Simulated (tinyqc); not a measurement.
Slater-Koster d bands of a bcc metal: one step. The block of one bond. Five cases, with inputs chosen for the exercise.

Problem. Direction (1,1,1)/sqrt3; its eigenvalues must be dds once, ddp twice and ddd twice.

Slater-Koster d bands. For a bond with direction cosines (l, m, n) the 5 x 5 block is dds Ps + ddp Pp + ddd (1 - Ps - Pp), the projectors on sigma, pi and delta states about the bond; for instance <xy|xy> = 3 l^2 m^2 dds + (l^2 + m^2 - 4 l^2 m^2) ddp + (n^2 + l^2 m^2) ddd, <xy|yz> = 3 l m^2 n dds + l n (1 - 4 m^2) ddp + l n (m^2 - 1) ddd and <3z2-r2|3z2-r2> = (n^2 - (l^2 + m^2)/2)^2 dds + 3 n^2 (l^2 + m^2) ddp + (3/4)(l^2 + m^2)^2 ddd. H(k) sums the blocks times cos(k.R) over the neighbours; the d level is the zero of energy; k in 2 pi/a.

Case 1.

Values chosen (out of a larger set: of the size met in W; not measured data): dds = -1.459 eV (dd sigma); ddp = 0.773 eV (dd pi); ddd = -0.263 eV (dd delta).

Case 2.

Values chosen (out of a larger set: of the size met in Mo; not measured data): dds = -1.251 eV (dd sigma); ddp = 0.851 eV (dd pi); ddd = -0.063 eV (dd delta).

Case 3.

Values chosen (out of a larger set: of the size met in Nb; not measured data): dds = -1.127 eV (dd sigma); ddp = 0.541 eV (dd pi); ddd = -0.113 eV (dd delta).

Case 4.

Values chosen (out of a larger set: of the size met in W; not measured data): dds = -1.47 eV (dd sigma); ddp = 0.867 eV (dd pi); ddd = -0.059 eV (dd delta).

Case 5.

Values chosen (out of a larger set: of the size met in W; not measured data): dds = -1.383 eV (dd sigma); ddp = 0.636 eV (dd pi); ddd = -0.055 eV (dd delta).

Give: block.

Solution.

Case 1.

block (eV):
```
             xy       yz       zx    x2-y2   3z2-r2
xy      -0.4314  -0.5138  -0.5138        0  -0.3988
yz      -0.5138  -0.4314  -0.5138  -0.3453   0.1994
zx      -0.5138  -0.5138  -0.4314   0.3453   0.1994
x2-y2         0  -0.3453   0.3453   0.4277        0
3z2-r2  -0.3988   0.1994   0.1994        0   0.4277
```

Case 2.

block (eV):
```
             xy       yz       zx    x2-y2   3z2-r2
xy      -0.2559  -0.4976  -0.4976        0  -0.3518
yz      -0.4976  -0.2559  -0.4976  -0.3047   0.1759
zx      -0.4976  -0.4976  -0.2559   0.3047   0.1759
x2-y2         0  -0.3047   0.3047   0.5463        0
3z2-r2  -0.3518   0.1759   0.1759        0   0.5463
```

Case 3.

block (eV):
```
             xy       yz       zx    x2-y2   3z2-r2
xy      -0.3057  -0.4107  -0.4107        0  -0.2517
yz      -0.4107  -0.3057  -0.4107  -0.2180   0.1259
zx      -0.4107  -0.4107  -0.3057   0.2180   0.1259
x2-y2         0  -0.2180   0.2180   0.3230        0
3z2-r2  -0.2517   0.1259   0.1259        0   0.3230
```

Case 4.

block (eV):
```
             xy       yz       zx    x2-y2   3z2-r2
xy      -0.3236  -0.5732  -0.5732        0  -0.3564
yz      -0.5732  -0.3236  -0.5732  -0.3087   0.1782
zx      -0.5732  -0.5732  -0.3236   0.3087   0.1782
x2-y2         0  -0.3087   0.3087   0.5583        0
3z2-r2  -0.3564   0.1782   0.1782        0   0.5583
```

Case 5.

block (eV):
```
             xy       yz       zx    x2-y2   3z2-r2
xy      -0.3441  -0.5194  -0.5194        0  -0.2660
yz      -0.5194  -0.3441  -0.5194  -0.2303   0.1330
zx      -0.5194  -0.5194  -0.3441   0.2303   0.1330
x2-y2         0  -0.2303   0.2303   0.4057        0
3z2-r2  -0.2660   0.1330   0.1330        0   0.4057
```

Computed by tinyqc, one run a case: `OMP_NUM_THREADS=1 python tinyqc.py N N+1 out.jsonl` with N = 1480367, 1480376, 1481232, 1481630, 1481669; one thread of a shared Intel(R) Xeon(R) Processor @ 2.30GHz, about 0.06 s a run at most.
